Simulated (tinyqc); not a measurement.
Forward curve with series resistance: current of a Schottky diode by thermionic-emission-diffusion theory, and its read-back from I-V-T and C-V data. Computed by tinyqc, a small Python program. Command: `OMP_NUM_THREADS=1 python tinyqc.py 3008484 3008485 out.jsonl schottky walk`. One thread of a shared host (Intel(R) Xeon(R) Processor @ 2.30GHz), about 0.01 s of CPU time with the checks.

Full ionisation, no tunnelling, no recombination current. V is the voltage across the junction itself, forward positive.

Inputs (values chosen for the exercise, modelled on n-type Ga2O3):
```
quantity                                     value           unit
Richardson constant A*                        33.5   A/(cm^2 K^2)
effective density of states at 300 K, N_c  3.7e+18         1/cm^3
permittivity eps                              10.2              -
mobility mu                                    150     cm^2/(V s)
barrier without image force phi_0 (mean)      1.11             eV
doping N                                   1.3e+17         1/cm^3
series resistance R_s                          6.7  milliohm cm^2
junction voltage V                            0.43              V
temperature T                                  250              K
standard deviation sigma                       110            meV
relative change of sigma^2 with bias, rho     0.59            1/V
```

Barrier: Gaussian spread of heights.

Constants: k_B = 8.617333262e-05 eV/K; e = 1.602176634e-19 C; eps_0 = 8.8541878128e-12 F/m.

Method:
- N_c(T) = N_c (T/300 K)^(3/2); V_bi = phi_0 - (k_B T/e) ln(N_c(T)/N); surface field F = sqrt(2 e N (V_bi - V - k_B T/e)/(eps eps_0)); image lowering d_phi = sqrt(e F/(4 pi eps eps_0)); effective barrier phi = phi_0 - d_phi - sigma^2 (1 - rho V)/(2 k_B T).
- Collection velocity v_R = A* T^2/(e N_c(T)); diffusion velocity v_D = mu F; J = e N_c(T) v_R/(1 + v_R/v_D) exp(-phi/k_B T) [exp(e V/k_B T) - 1].
- Terminal voltage V + J R_s; apparent ideality from neighbouring rows, (e/k_B T) dV_terminal/d ln J.

built-in voltage V_bi = 1.04375 V

Forward curve; the last column belongs to the interval up to the next row:
```
V (V)  J (A/cm^2)  terminal voltage (V)  apparent n
0.250  6.0942e-06            2.5000e-01  1.2276e+00
0.347  2.3867e-04            3.4700e-01  1.2322e+00
0.445  9.5965e-03            4.4506e-01  1.2670e+00
0.542  3.6596e-01            5.4445e-01  2.3860e+00
0.639  1.3657e+01            7.3050e-01  4.2810e+01
0.736  4.9277e+02            4.0375e+00  1.4341e+03
0.833  1.6733e+04            1.1295e+02  4.4670e+04
0.931  5.0653e+05            3.3947e+03           -
```

The resistance takes over where J R_s exceeds k_B T/e, at J = 3.22 A/cm^2; the apparent ideality climbs from 1.23 to 44700, so barrier and n must be read below that current. Rows where the resistance drops more than 1 V are formal, since self-heating is left out. Caution: the current comes from the far low tail of the Gaussian, where pinch-off of small patches makes the formula unreliable.
